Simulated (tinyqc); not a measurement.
Inside a calculation (part 2 of 2). Method: UHF in the 3-21g basis, for H2, spin multiplicity 3. Computed by tinyqc, a small Python program that keeps every step (integrals from PySCF). Command: `OMP_NUM_THREADS=1 python tinyqc.py 31076 31077 out.jsonl` (the two numbers bound the seeds that draw the settings). One thread of a shared host (Intel(R) Xeon(R) Processor @ 2.60GHz), about 0.1 s of CPU time with the checks.

Geometry (angstrom):
```
atom        x        y        z
H     0.00000  0.00000  0.00000
H     0.00000  0.00000  1.19400
```

## Iteration 50 (converged): orbitals

converged F(alpha) (hartree):
```
          1H 1s     1H 2s     2H 1s     2H 2s
1H 1s  -0.10039  -0.61193  -0.22868  -0.35439
1H 2s  -0.61193  -0.46506  -0.35439  -0.39024
2H 1s  -0.22868  -0.35439  -0.10039  -0.61193
2H 2s  -0.35439  -0.39024  -0.61193  -0.46506
```

converged F(beta) (hartree):
```
          1H 1s     1H 2s     2H 1s     2H 2s
1H 1s   0.60493  -0.04999  -0.11722  -0.09134
1H 2s  -0.04999   0.08259  -0.09134  -0.02197
2H 1s  -0.11722  -0.09134   0.60493  -0.04999
2H 2s  -0.09134  -0.02197  -0.04999   0.08259
```

X:
```
          1H 1s     1H 2s     2H 1s     2H 2s
1H 1s   1.23984  -0.48426   0.01976   0.02256
1H 2s  -0.48426   1.49422   0.02256  -0.49007
2H 1s   0.01976   0.02256   1.23984  -0.48426
2H 2s   0.02256  -0.49007  -0.48426   1.49422
```

Diagonalise F' = X^T F X, C = X C', fill 2 alpha and 0 beta electrons from the bottom; D(s) = C_occ C_occ^T. Each column has its largest component positive (the first on a tie).

F' = X^T F X (alpha) (hartree):
```
          1         2         3         4
1   0.45490  -0.76703  -0.03538  -0.07327
2  -0.76703   0.10992  -0.07327  -0.14647
3  -0.03538  -0.07327   0.45490  -0.76703
4  -0.07327  -0.14647  -0.76703   0.10992
```

orbital energies (alpha) (hartree): MO1 -0.67921, MO2 -0.33021, MO3 1.06218, MO4 1.07688

coefficients C (alpha):
```
           MO1       MO2       MO3       MO4
1H 1s  0.28175   0.28337   0.90581  -0.89019
1H 2s  0.36567   0.84004  -0.69067   1.17960
2H 1s  0.28175  -0.28337   0.90581   0.89019
2H 2s  0.36567  -0.84004  -0.69067  -1.17960
```

F' = X^T F X (beta) (hartree):
```
          1         2         3         4
1   1.00091  -0.48079  -0.04980  -0.03982
2  -0.48079   0.40507  -0.03982  -0.10893
3  -0.04980  -0.03982   1.00091  -0.48079
4  -0.03982  -0.10893  -0.48079   0.40507
```

orbital energies (beta) (hartree): MO1 0.00857, MO2 0.26615, MO3 1.23868, MO4 1.29856

coefficients C (beta):
```
           MO1       MO2       MO3       MO4
1H 1s  0.14487   0.11030   0.93749  -0.92767
1H 2s  0.46368   1.04754  -0.62908   0.99990
2H 1s  0.14487  -0.11030   0.93749   0.92767
2H 2s  0.46368  -1.04754  -0.62908  -0.99990
```

D(alpha) after iteration 50:
```
          1H 1s     1H 2s     2H 1s     2H 2s
1H 1s   0.15968   0.34107  -0.00091  -0.13501
1H 2s   0.34107   0.83938  -0.13501  -0.57195
2H 1s  -0.00091  -0.13501   0.15968   0.34107
2H 2s  -0.13501  -0.57195   0.34107   0.83938
```

D(beta) after iteration 50:
```
         1H 1s    1H 2s    2H 1s    2H 2s
1H 1s  0.00000  0.00000  0.00000  0.00000
1H 2s  0.00000  0.00000  0.00000  0.00000
2H 1s  0.00000  0.00000  0.00000  0.00000
2H 2s  0.00000  0.00000  0.00000  0.00000
```

## Convergence

Stop when the energy changes by less than 1e-10 hartree and every element of the error matrix X^T (F D S - S D F) X (for each spin) is below 3e-06.

Course of the cycle:
```
iteration  E (hartree)     change  largest element of the error matrix
1           -0.9050398          -                             4.92e-02
2           -0.9061957  -1.16e-03                             3.88e-02
3           -0.9071362  -9.40e-04                             3.06e-02
4           -0.9078759  -7.40e-04                             2.42e-02
5           -0.9084232  -5.47e-04                             1.69e-02
6           -0.9088592  -4.36e-04                             1.18e-02
7           -0.9091902  -3.31e-04                             8.29e-03
8           -0.9094347  -2.44e-04                             5.80e-03
9           -0.9096120  -1.77e-04                             4.06e-03
10          -0.9097392  -1.27e-04                             2.84e-03
11          -0.9098297  -9.05e-05                             1.99e-03
12          -0.9098937  -6.41e-05                             1.39e-03
13          -0.9099390  -4.52e-05                             9.75e-04
14          -0.9099708  -3.18e-05                             6.83e-04
...                ...        ...                                  ...
37          -0.9100456  -8.82e-09                             1.87e-07
38          -0.9100456  -6.18e-09                             1.31e-07
39          -0.9100456  -4.32e-09                             9.15e-08
40          -0.9100456  -3.03e-09                             6.41e-08
41          -0.9100456  -2.12e-09                             4.49e-08
42          -0.9100456  -1.48e-09                             3.14e-08
43          -0.9100456  -1.04e-09                             2.20e-08
44          -0.9100456  -7.27e-10                             1.54e-08
45          -0.9100456  -5.09e-10                             1.08e-08
46          -0.9100456  -3.56e-10                             7.54e-09
47          -0.9100456  -2.49e-10                             5.28e-09
48          -0.9100456  -1.74e-10                             3.69e-09
49          -0.9100456  -1.22e-10                             2.59e-09
50          -0.9100456  -8.55e-11                             1.81e-09
```

PySCF UHF in the same basis, after a stability check = -0.9100456 hartree

Converged in 50 iterations.

## Populations, bond orders and dipole

overlap S:
```
         1H 1s    1H 2s    2H 1s    2H 2s
1H 1s  1.00000  0.64590  0.10444  0.29913
1H 2s  0.64590  1.00000  0.29913  0.62731
2H 1s  0.10444  0.29913  1.00000  0.64590
2H 2s  0.29913  0.62731  0.64590  1.00000
```

Mulliken: Z minus the diagonal of D S on the atom; Loewdin: the same with S^(1/2) D S^(1/2); Mayer order: 2 sum_s sum (D(s) S)_ij (D(s) S)_ji over the two atoms.

Charges (e):
```
atom  Mulliken  Loewdin  Mulliken spin
1H           0        0        1.00000
2H           0        0        1.00000
```

Mayer bond orders:
```
pair     order
2-1   -0.10610
```

dipole moment about the origin, x y z (debye): 0.00000  0.00000  0.00000

<S^2> of the determinant (pure state: 2) = 2.00000
